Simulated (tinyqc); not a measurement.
## Avrami exponent and time from two shares

Inverse problem. f = 1 - exp(-(t/tau)^m). Find m and tau.

f at t = 35 and 91 ns: [0.22037137, 0.81415050]

Answer. ln(-ln(1 - f)) is linear in ln t with slope m.

m = 2.00
tau = 70.1 ns

Program tinyqc, `OMP_NUM_THREADS=1 python tinyqc.py 2860040 2860041 out.jsonl`; Intel Xeon 2.30GHz, shared host, one thread, about 0.01 s.
